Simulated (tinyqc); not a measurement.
# Rapid thermal processing of a wafer: radiative balance, ramp and cooling, pattern effects, pyrometer error and spike budget, step by step

A worked calculation. Computed by tinyqc, a small Python program that keeps every step. Command: `OMP_NUM_THREADS=1 python tinyqc.py 3113198 3113199 out.jsonl rtp walk`. One thread of a shared host (Intel(R) Xeon(R) Processor @ 2.30GHz), about 0.04 s of CPU time with the checks. Intermediate numbers are printed to about 6 digits and carried at full precision; extremes and crossings named in words are read from the listed rows.

The wafer is opaque and uniform through its thickness unless said otherwise; temperatures in formulas are in kelvin (C + 273.15). sigma = 5.670374419e-12 W/(cm^2 K^4).

Inputs (values chosen for the exercise, modelled on a hot silicon wafer):

| quantity | value | unit |
|---|---|---|
| wafer thickness d | 525 | micrometre |
| heat capacity per volume C | 2 | J/(cm^3 K) |
| thermal conductivity k | 0.22 | W/(cm K) |
| emissivity eps of each face | 0.61 | - |
| reflectivity of the chamber walls r | 0.73 | - |
| gas heat-transfer coefficient h, both faces together | 4.3 | mW/(cm^2 K) |
| wall temperature T_w | 300 | K |
| process temperature | 656 | C |
| starting temperature | 500 | C |
| ramp rate | 28 | K/s |
| relative change of absorptivity over a pattern | 12 | % |
| period of the pattern | 9.5 | mm |
| pyrometer wavelength | 0.9 | micrometre |
| error of the assumed emissivity | 3.2 | % |
| activation energy of the process E_a | 2 | eV |

Constants: k_B = 8.617333262e-05 eV/K; h = 6.62607015e-34 J s; c = 299792458 m/s; k_B = 1.380649e-23 J/K.

## Power to hold and to ramp

Effective emissivity between parallel grey plates: eps_eff = 1/(1/eps + 1/(1 - r) - 1). Loss per area q(T) = 2 eps_eff sigma (T^4 - T_w^4) + h (T - T_w). Absorbed power during a ramp = q(T) + C d x ramp rate; thermal time constant tau = C d/(dq/dT), dq/dT = 8 eps_eff sigma T^3 + h; natural cooling rate q/(C d); front-to-back difference under one-sided heating at the end of the ramp = (absorbed power) d/(2 k).

eps_eff = 0.230253

holding power q = 4.63041 W/cm^2

power at the end of the ramp = 7.57041 W/cm^2

dq/dT = 12.6785 mW/(cm^2 K)

time constant tau = 8.28176 s

natural cooling rate = 44.0991 K/s

front-to-back difference = 0.903287 K

Radiation carries 42 % of the loss. The ramp needs 1.6 times the holding power.

## Cooling curve

Cooling with the lamps off: C d dT/dt = -q(T), integrated adaptively (relative tolerance 1e-10).

Lamps off at t = 0:

| t (s) | T (C) | cooling rate (K/s) |
|---|---|---|
| 0.83 | 621.130 | 40.0414 |
| 1.70 | 587.901 | 36.4451 |
| 3.30 | 534.036 | 31.1263 |
| 5.80 | 464.251 | 25.0643 |
| 8.30 | 407.307 | 20.7108 |
| 12.00 | 339.702 | 16.1188 |
| 21.00 | 227.481 | 9.5770 |
| 33.00 | 141.659 | 5.2366 |

The rate falls from 44.1 K/s at t = 0 to 5.24 K/s in the last row.

## Thermal budget of a spike

Spike anneal: linear ramp to the peak, then lamps off. Equivalent time at the peak = int exp(-(E_a/k_B)(1/T - 1/T_peak)) dt; estimate (k_B T^2/E_a)(1/ramp rate + 1/cooling rate). The ramp part uses 4000 trapezoid steps, the cooling part 4000 steps over 4 tau. Time within 50 K of the peak from the same curves.

equivalent time, ramp = 1.22758 s

equivalent time, cooling = 0.860280 s

equivalent time, total = 2.08786 s

estimate = 2.17198 s

time within 50 K of the peak = 3.00171 s

Cooling supplies 41 % of the budget.

## What a faster ramp buys

The formulas are those given above.

Against the ramp rate:

| ramp (K/s) | ramp part (s) | cooling part (s) | total (s) | power at the peak (W/cm^2) |
|---|---|---|---|---|
| 10 | 3.43724 | 0.860280 | 4.29752 | 5.680 |
| 25 | 1.37489 | 0.860280 | 2.23517 | 7.255 |
| 50 | 0.68745 | 0.860280 | 1.54773 | 9.880 |
| 100 | 0.34372 | 0.860280 | 1.20400 | 15.130 |
| 250 | 0.13749 | 0.860280 | 0.99777 | 30.880 |
| 500 | 0.06874 | 0.860280 | 0.92902 | 57.130 |
| 1000 | 0.03437 | 0.860280 | 0.89465 | 109.630 |

From 10 to 100 K/s the total falls by a factor 3.6, from 100 to 1000 K/s by 1.35: the cooling part, 0.860 s, is a floor, and the natural cooling rate here is 44.1 K/s.

## Pattern effect

At steady state a sinusoidal change of absorbed power of relative amplitude a and period p gives the temperature amplitude a q/(dq/dT + k d (2 pi/p)^2); healing length l = sqrt(k d/(dq/dT)); process change = E_a dT/(k_B T^2). Emissivity is taken as unchanged.

healing length l = 9.54460 mm

amplitude without lateral conduction = 43.8262 K

amplitude = 1.07286 K

change of the process rate = 2.88421 %

Lateral conduction cuts the amplitude to 2.4 %, since p/(2 pi l) = 0.16.

## Pyrometer error

Signal proportional to eps/(exp(c2/(lambda T)) - 1), c2 = h c/k_B. If the assumed emissivity is too high by the given error, the reading T' solves (1 + error)/(exp(c2/(lambda T')) - 1) = 1/(exp(c2/(lambda T)) - 1). Wien estimate: T' - T = -lambda T^2 ln(1 + error)/c2. Process rates go as exp(-E_a/(k_B T)).

c2 = 14387.8 micrometre K

c2/(lambda T) = 17.2054

reading less true temperature = -1.69793 K

Wien estimate = -1.70103 K

rate at T over rate at T', less 1 = 4.67914 %

Checks made by the program: cooling time against quadrature of C d dT/q (relative difference 7e-08).
